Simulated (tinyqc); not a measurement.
Model parameters from four stresses.

Inverse problem. The threshold shift of a transistor under bias-temperature stress follows dV = A (V/V0)^g exp[-(Ea q/kB)(1/T - 1/T0)] (t/1 s)^n. Find n, A, g and Ea.

Parameters, values chosen for the exercise:
- V0 = 2 V (reference stress voltage)
- T0 = 398 K (reference temperature)

Constants: q = 1.602176634e-19 C, kB = 1.380649e-23 J/K. Results are converted to the units shown.

dV at (V0, T0, 10 s), (V0, T0, 1000 s), (1.7 V, T0, 1000 s) and (V0, 423 K, 1000 s) (mV): [21.583406, 39.275343, 14.107797, 45.864333]

Answer. Each pair differs in one condition, and the logarithm of its ratio gives one exponent.

n = 0.130
A = 16.0 mV
g = 6.30
Ea = 0.0900 eV

Program tinyqc, `OMP_NUM_THREADS=1 python tinyqc.py 2070169 2070170 out.jsonl`; Intel Xeon 2.30GHz, shared host, one thread, about 0.01 s.
